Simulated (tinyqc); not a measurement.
# K factor and largest bandwidth from two damping rates

Inverse problem. The damping of a laser follows gamma = K fR^2 + gamma0. With gamma0 neglected, the largest 3 dB bandwidth is 2 sqrt(2) pi/K, reached where gamma = sqrt(2) 2 pi fR. Find K, gamma0 and that bandwidth.

gamma at fR = 3.2 and 9 GHz (1/ns): [5.6648000, 24.77]

Answer. gamma is linear in fR^2: slope K, intercept gamma0.

K = 0.270 ns
gamma0 = 2.90 1/ns
largest f3dB = 32.9 GHz

Computed by the program tinyqc: `OMP_NUM_THREADS=1 python tinyqc.py 2840103 2840104 out.jsonl`, one thread of a shared Intel Xeon 2.30GHz, about 0.01 s for the whole run.
